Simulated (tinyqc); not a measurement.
Plane-wave Kohn-Sham cycle with exchange-only LDA in a layered model solid, step by step. One step of it, computed by the program tinyqc.

Problem. Iteration 1: potential. V_H(G) = 4 pi rho(G)/G^2 for G != 0 (uniform background); v_x = -(3 rho/pi)^(1/3); V = V_ext + V_H + v_x; Fourier components f(G_m) = (1/N) sum_j f(x_j) exp(-i G_m x_j).

A solid whose potential varies along x alone (atomic units):
```
parameter                      value
period a                   10.900000
cross-section of the cell  31.000000
electrons per cell                 2
grid points                       16
plane waves -n..n, n               3
k points                           2
V1 in V1 cos(2 pi x/a)     -0.430000
```

density at the start, on the grid x_j = j a/N (e/bohr^3): [0.00591891, 0.00591891, 0.00591891, 0.00591891, 0.00591891, 0.00591891, 0.00591891, 0.00591891, 0.00591891, 0.00591891, 0.00591891, 0.00591891, 0.00591891, 0.00591891, 0.00591891, 0.00591891]

Give: Potentials on the grid; V(G_m), m = 0, 1, 2, ....

Solution.

Potentials on the grid (hartree):
```
x          V_ext     V_H      v_x        V
0.0000   -0.4300  0.0000  -0.1781  -0.6081
0.6813   -0.3973  0.0000  -0.1781  -0.5754
1.3625   -0.3041  0.0000  -0.1781  -0.4822
2.0438   -0.1646  0.0000  -0.1781  -0.3427
2.7250         0  0.0000  -0.1781  -0.1781
3.4062    0.1646  0.0000  -0.1781  -0.0136
4.0875    0.3041  0.0000  -0.1781   0.1259
4.7687    0.3973  0.0000  -0.1781   0.2191
5.4500    0.4300  0.0000  -0.1781   0.2519
6.1312    0.3973  0.0000  -0.1781   0.2191
6.8125    0.3041  0.0000  -0.1781   0.1259
7.4938    0.1646  0.0000  -0.1781  -0.0136
8.1750         0  0.0000  -0.1781  -0.1781
8.8562   -0.1646  0.0000  -0.1781  -0.3427
9.5375   -0.3041  0.0000  -0.1781  -0.4822
10.2188  -0.3973  0.0000  -0.1781  -0.5754
```

V(G_m), m = 0, 1, 2, ... (hartree): [-0.1781, -0.2150, 0.0000, 0.0000, 0.0000, 0.0000, 0.0000]
